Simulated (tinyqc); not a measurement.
## Screening length from the swing

Question. In a simple model of a Schottky-barrier transistor a barrier thinner than d = 2.6 nm is transparent, so the effective barrier is pn - psi (1 - exp(-d/lam)) and the swing beyond flat band is Vt ln 10/(1 - exp(-d/lam)). Find the thermionic swing, lam, and the effective barrier at psi = 0.2 V.

Inputs (values chosen for the exercise): temperature T = 300 K; barrier for electrons at both contacts pn = 0.11 eV.

Constants: q = 1.602176634e-19 C, kB = 1.380649e-23 J/K, Vt = kB T/q. Results are converted to the units shown.

swing in the tunnelling range = 77.901641 mV/decade

Answer. The ratio of the two swings is 1 - exp(-d/lam).

Vt ln 10 = 59.5 mV/decade
lam = 1.80 nm
effective barrier = -0.0428 eV

Computed by the program tinyqc: `OMP_NUM_THREADS=1 python tinyqc.py 2390147 2390148 out.jsonl`, one thread of a shared Intel Xeon 2.30GHz, about 0.3 s for the whole run.
